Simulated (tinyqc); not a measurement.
Power iteration on a symmetric matrix, step by step. Computed by tinyqc, a small Python program that keeps every step. Settings: method = power, shift = 1.42. Command: `OMP_NUM_THREADS=1 python tinyqc.py 25327 25328 out.jsonl` (the two numbers bound the seeds that draw the settings). One thread of a shared host (Intel(R) Xeon(R) Processor @ 2.60GHz), about 0.01 s of CPU time with the checks.

A, lower triangle:
```
          1         2         3        4        5
1   0.30900
2   0.22800   1.21600
3   0.76300   0.62500   2.94900
4  -0.06900  -0.16700  -0.09300  4.18100
5   0.47600   0.26100  -0.77200  0.45200  4.56000
```

Stop when the residual |A v - lambda v| is below 1e-9.

Steps:
```
step     lambda  residual
1     4.1414232  1.11e+00
2     4.7360058  7.74e-01
3     4.9855366  4.39e-01
4     5.0632635  2.39e-01
5     5.0869162  1.36e-01
6     5.0948269  8.22e-02
7     5.0978107  5.26e-02
8     5.0990539  3.49e-02
9     5.0996069  2.36e-02
10    5.0998622  1.62e-02
11    5.0999825  1.12e-02
12    5.1000397  7.71e-03
13    5.1000670  5.33e-03
14    5.1000801  3.69e-03
15    5.1000863  2.56e-03
16    5.1000894  1.77e-03
17    5.1000908  1.23e-03
18    5.1000915  8.51e-04
19    5.1000918  5.90e-04
20    5.1000920  4.09e-04
21    5.1000921  2.83e-04
22    5.1000921  1.96e-04
23    5.1000921  1.36e-04
24    5.1000921  9.42e-05
25    5.1000921  6.52e-05
26    5.1000921  4.52e-05
27    5.1000921  3.13e-05
28    5.1000921  2.17e-05
29    5.1000921  1.50e-05
30    5.1000921  1.04e-05
```

Can the last value be used, and what does the course show?

Not by the stop rule, although the second column moves by less than 1e-07 over the last three steps. Not converged in 30 steps: the residual falls only by the ratio of the two largest distances of eigenvalues from the shift, 0.69 a step. all eigenvalues, for comparison: 0.00340  0.94836  3.19328  3.96987  5.10009.
